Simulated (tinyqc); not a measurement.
What each parameter does: quaternary alloy A(x)B(1-x)C(y)D(1-y) matched to a substrate.

Q(x,y) = x y Q_AC + x (1 - y) Q_AD + (1 - x) y Q_BC + (1 - x)(1 - y) Q_BD for the lattice constant. Gap, rule 1: Q(x,y) - x (1 - x)[y C_ABC + (1 - y) C_ABD] - y (1 - y)[x C_ACD + (1 - x) C_BCD]. Rule 2 (mean of ternaries): {x (1 - x)[y T_ABC(x) + (1 - y) T_ABD(x)] + y (1 - y)[x T_ACD(y) + (1 - x) T_BCD(y)]}/{x (1 - x) + y (1 - y)}, T_ABC(x) = x E_AC + (1 - x) E_BC - C_ABC x (1 - x), T_ACD(y) = y E_AC + (1 - y) E_AD - C_ACD y (1 - y), and alike. Only the Gamma valley is followed.

Matching a(x,y) = a_s gives x = (a_s - y a_BC - (1 - y) a_BD)/(y (a_AC - a_BC) + (1 - y)(a_AD - a_BD)).

Values chosen for the exercise (AC, AD, BC, BD near GaAs, GaSb, InAs and InSb; substrate near InP; shifted at random, so the results belong to these values and not to a real crystal):

| symbol | value | unit | meaning |
|---|---|---|---|
| a | (5.65, 6.091, 6.053, 6.472) | angstrom | lattice constants of AC, AD, BC, BD |
| Eg | (1.508, 0.815, 0.422, 0.235) | eV | gaps at Gamma of AC, AD, BC, BD |
| Cb | (0.542, 0.404, 1.516, 0.626) | eV | bowing of ABC, ABD, ACD, BCD |
| a_s | 5.87 | angstrom | substrate |
| y | 0.64 |  | fraction of C |

x is matched anew each time.

One parameter was then changed.

Results before and after:

| case | x | rule 1 (eV) | rule 2 (eV) |
|---|---|---|---|
| base | 0.8450 | 0.7364 | 0.8926 |
| changed | 0.8450 | 0.7635 | 0.9197 |

Which of these changes was made? (a) y = 0.65; (b) Eg = (1.558, 0.815, 0.422, 0.235) eV; (c) a_s = 5.866 angstrom; (d) Cb = (0.65, 0.485, 1.819, 0.751) eV; (e) a = (5.66, 6.091, 6.053, 6.472) angstrom.

Answer: (b) Eg = (1.558, 0.815, 0.422, 0.235) eV. Of the candidates, run in turn, only this one gives the changed row.

All candidates:

| case | x | rule 1 (eV) | rule 2 (eV) |
|---|---|---|---|
| base | 0.8450 | 0.7364 | 0.8926 |
| y = 0.65 | 0.8339 | 0.7349 | 0.8952 |
| a_s = 5.866 angstrom | 0.8551 | 0.7470 | 0.8984 |
| Cb = (0.65, 0.485, 1.819, 0.751) eV | 0.8450 | 0.6601 | 0.8475 |
| Eg = (1.558, 0.815, 0.422, 0.235) eV | 0.8450 | 0.7635 | 0.9197 |
| a = (5.66, 6.091, 6.053, 6.472) angstrom | 0.8589 | 0.7510 | 0.9005 |

Program tinyqc; command `OMP_NUM_THREADS=1 python tinyqc.py 1050534 1050535 out.jsonl`; about 0.01 s on one thread of a shared Intel(R) Xeon(R) Processor @ 2.30GHz.
